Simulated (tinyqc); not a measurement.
# Saddle-point parameters from gate and bias data

Question. In a saddle-point contact at zero temperature mu - V0 = al (Vg - Vp), riser n is centred where this equals wy (n + 1/2), its largest slope is dg/dmu = pi/(2 wx) (neighbouring modes neglected), and in bias spectroscopy neighbouring risers meet at q V = wy. Find al, Vp and wx.

gate voltages at the middle of the first and second risers (V): -0.73304124  -0.71912371
largest dg/dVg on a riser = 203.15632 1/V
bias at which two neighbouring risers meet = 2.7 mV

Solution. The bias gives wy, the gate spacing then gives al = wy/(Vg2 - Vg1), and the slope gives wx = al pi/(2 dg/dVg).

lever arm al = 0.1940 eV/V
Vp = -0.7400 V
wx = 1.500 meV

Computed by the program tinyqc: `OMP_NUM_THREADS=1 python tinyqc.py 2740043 2740044 out.jsonl`, one thread of a shared Intel Xeon 2.30GHz, about 0.04 s for the whole run.
